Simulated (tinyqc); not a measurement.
Configuration-coordinate model of carrier capture at a defect: one step. The two parabolas. Three cases, with inputs chosen for the exercise.

Task: Form S, k, dQ, the crossing point Qc = (ER - ET)/(k dQ), Eb, and the emission barrier Eb + ET.

Two parabolas of equal curvature k in one coordinate Q: with the carrier free at the band edge, U_f = k Q^2/2; with the carrier trapped, U_t = k (Q - dQ)^2/2 - ET. ER = k dQ^2/2, Huang-Rhys factor S = ER/hw, hw = 0.0646541 sqrt(k/M) eV for k in eV/angstrom^2 and M in u. The curves cross at a height Eb = (ER - ET)^2/(4 ER) above the free minimum.

Give: S; k; dQ; Qc; barriers.

Case 1.

Values chosen (of the size met at a DX centre in AlGaAs; shifted at random, so the results belong to these values and not to a real crystal): ET = 0.12 eV (thermal depth of the level below the band edge); ER = 0.87 eV (relaxation energy); hw = 0.014 eV (phonon energy of the mode); M = 70 u (mass of the mode).

Result:

S = 62.143
k = 3.2822 eV/angstrom^2
dQ = 0.7281 angstrom
Qc = 0.3138 angstrom

barriers (eV): capture 0.1616, emission 0.2816

ER > ET: the crossing lies between the two minima (large relaxation); at Q = 0 the trapped level lies above the band edge.

Case 2.

Values chosen (of the size met at a deep level in Si; shifted at random, so the results belong to these values and not to a real crystal): ET = 0.46 eV (thermal depth of the level below the band edge); ER = 0.13 eV (relaxation energy); hw = 0.034 eV (phonon energy of the mode); M = 28 u (mass of the mode).

Result:

S = 3.824
k = 7.7433 eV/angstrom^2
dQ = 0.1832 angstrom
Qc = -0.2326 angstrom

barriers (eV): capture 0.2094, emission 0.6694

ER < ET: the crossing lies on the far side of the free minimum (the inverted case), where tunnelling between vibrational states can matter much if Eb is well above hw.

Case 3.

Values chosen (of the size met at a deep level in GaN; shifted at random, so the results belong to these values and not to a real crystal): ET = 0.67 eV (thermal depth of the level below the band edge); ER = 0.52 eV (relaxation energy); hw = 0.041 eV (phonon energy of the mode); M = 70 u (mass of the mode).

Result:

S = 12.683
k = 28.1497 eV/angstrom^2
dQ = 0.1922 angstrom
Qc = -0.0277 angstrom

barriers (eV): capture 0.0108, emission 0.6808

ER < ET: the crossing lies on the far side of the free minimum (the inverted case), where tunnelling between vibrational states can matter much if Eb is well above hw.

Computed by tinyqc, one run a case: `OMP_NUM_THREADS=1 python tinyqc.py N N+1 out.jsonl` with N = 1480804, 1480919, 1481122; one thread of a shared Intel(R) Xeon(R) Processor @ 2.30GHz, about 0.01 s a run at most.
